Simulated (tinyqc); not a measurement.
Angle series: uniform film or islands? Model: X-ray photoelectron analysis of a thin oxide on a semiconductor: attenuation lengths, thickness, angle series and band offsets. Computed by tinyqc, a small Python program. Command: `OMP_NUM_THREADS=1 python tinyqc.py 3110944 3110945 out.jsonl xps walk`. One thread of a shared host (Intel(R) Xeon(R) Processor @ 2.30GHz), about 0.01 s of CPU time with the checks.

The same element is seen in the oxide and in the substrate, at nearly the same kinetic energy; films are flat and uniform, and the work function is ignored.

Inputs (values chosen for the exercise, modelled on SiO2 on silicon):

| quantity | value | unit |
|---|---|---|
| photon energy | 1486.6 | eV |
| binding energy of the core level | 99.4 | eV |
| oxide density | 2.26 | g/cm^3 |
| oxide formula mass | 60.08 | g/mol |
| valence electrons per oxide formula | 16 | - |
| oxide gap | 8.98 | eV |
| substrate density | 2.33 | g/cm^3 |
| substrate formula mass | 28.09 | g/mol |
| valence electrons per substrate formula | 4 | - |
| substrate gap | 1.12 | eV |
| oxide thickness d | 1 | nm |
| emission angle from the normal | 15 | degrees |
| attenuation length over inelastic mean free path | 0.93 | - |
| carbon overlayer | 0.78 | nm |

Method:
- TPP-2M: lambda = E/(E_p^2 [b ln(c E) - C/E + D/E^2]) in angstrom, E_p = 28.8 sqrt(N_v rho/M), b = -0.10 + 0.944/sqrt(E_p^2 + E_g^2) + 0.069 rho^0.1, c = 0.191/sqrt(rho), U = N_v rho/M, C = 1.97 - 0.91 U, D = 53.4 - 20.8 U, with E = photon energy less binding energy in eV.
- Attenuation length L = factor x lambda.
- R_0 = (rho_o/M_o) L_o/((rho_s/M_s) L_s); peak ratio R = I_ox/I_sub = R_0 [exp(d/(L_o cos theta)) - 1]; hence d = L_o cos theta ln(1 + R/R_0). A carbon layer weakens both peaks alike, by exp(-d_C/(L_o cos theta)) if its L is taken equal to L_o. This R_0 leaves out intrinsic losses from the substrate peak, so calibrated values can be larger.
- Islands: half of the surface carries 2 d and half none, R = R_0 (1/2)(1 - t)/(1/2 + t/2) with t = exp(-2 d/(L_o cos theta)); the apparent thickness is read with the uniform formula.

R_0 = 0.568560

L in the oxide = 3.60255 nm

Against the angle:

| theta (degrees) | R, uniform | R, islands | apparent d, islands (nm) |
|---|---|---|---|
| 0 | 0.1819 | 0.15389 | 0.86296 |
| 20 | 0.1954 | 0.16323 | 0.85440 |
| 35 | 0.2293 | 0.18561 | 0.83371 |
| 45 | 0.2733 | 0.21239 | 0.80856 |
| 55 | 0.3539 | 0.25551 | 0.76692 |
| 65 | 0.5280 | 0.32763 | 0.69280 |
| 75 | 1.0931 | 0.44939 | 0.54307 |

A uniform film gives d = 1 nm at every angle. The island film of the same volume reads 0.863 nm at normal emission and 0.543 nm at 75 degrees; its ratio cannot pass R_0, since the bare half always shows the substrate.

Extremes, crossings and ranges named in words are read from the listed rows.
